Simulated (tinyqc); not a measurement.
Band bending at a free surface with one surface level, surface photovoltage and Kelvin probe: one step of the calculation.

n-type bulk, xi = Ec - EF = Vt ln(Nc/Nd), p0 = ni^2/Nd, ni = sqrt(Nc Nv) exp(-Eg/(2 Vt)), Eg in volts. b is the upward band bending, u = b/Vt. Space charge per area, in units of q: Qc = sign(b) sqrt((2 eps0 eps_r Vt/q) [(Nd + dn)(exp(-u) - 1) + Nd u + (p0 + dn)(exp(u) - 1)]), with dn the excess density under light (flat quasi-Fermi levels; 0 in the dark). The level holds -Ns f, f = 1/(1 + exp((xi + b - Es)/Vt)). Neutrality: Qc + Qf + (charge of the states) = 0.

Question. Charges against band bending. Evaluate Qc, the surface charge Qf - Ns f and their sum in the dark; the root lies where the sum changes sign.

Inputs (values chosen for the exercise); band and dielectric values close to those of silicon:
- T = 300 K (temperature)
- Eg = 1.14 eV (band gap)
- eps_r = 11.8 (relative permittivity)
- Nc = 2.78e19 cm^-3 (conduction-band density of states at T)
- Nv = 2.69e19 cm^-3 (valence-band density of states at T)
- Nd = 4e15 cm^-3 (donor density)
- Qf = 6.3e10 cm^-2 (fixed positive charge at the surface)
- Ns = 2.5e11 cm^-2 (density of an acceptor-like surface level)
- Es = 0.47 eV (its depth below the conduction edge)

Constants: q = 1.602176634e-19 C, kB = 1.380649e-23 J/K, Vt = kB T/q, eps0 = 8.8541878128e-14 F/cm where lengths are in cm. Results are converted to the units shown.

```
point,b (V)
0,0.067
1,0.112
2,0.157
3,0.202
4,0.247
5,0.292
6,0.336
```

Find: Qc; surface charge; sum.

Answer.

```
point,Qc (cm^-2),surface charge (cm^-2),sum (cm^-2)
0,4.7409e10,-1.8671e11,-1.3930e11
1,6.7171e10,-1.8533e11,-1.1816e11
2,8.2734e10,-1.7777e11,-9.5031e10
3,9.5864e10,-1.4214e11,-4.6278e10
4,1.0741e11,-4.8276e10,5.9135e10
5,1.1783e11,3.2164e10,1.5000e11
6,1.2720e11,5.6747e10,1.8395e11
```

The sum rises steadily with b, so there is one root; bisection gives b = 0.22427 V.

Numbers from tinyqc (`OMP_NUM_THREADS=1 python tinyqc.py 2430103 2430104 out.jsonl`; about 0.01 s on one thread of a shared Intel Xeon 2.30GHz).
